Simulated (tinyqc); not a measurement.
## Step height from the transmission

Problem. A single step up from edge 0 (mass mL) to edge U (mass mS) transmits T(E) = 4 vL vR/(vL + vR)^2 with v = k/m, k = sqrt(m (E - edge)/C), C = hbar^2/(2 m0). It is known that vR < vL. Find vR/vL and U.

Values chosen for this exercise:
```
symbol  value  unit                meaning
mL       0.26    m0  mass in the left lead
E       3.659    eV        electron energy
mS       0.49    m0   mass beyond the step
```

T(E) = 0.90656089

Answer. The reflection amplitude is sqrt(1 - T(E)) = (1 - y)/(1 + y) with y = vR/vL < 1, and y^2 = (E - U) mL/(E mS).

vR/vL = 0.5318
U = 1.709 eV

tinyqc, about 0.04 s, one thread, Intel Xeon 2.30GHz (shared host): `OMP_NUM_THREADS=1 python tinyqc.py 2560030 2560031 out.jsonl`
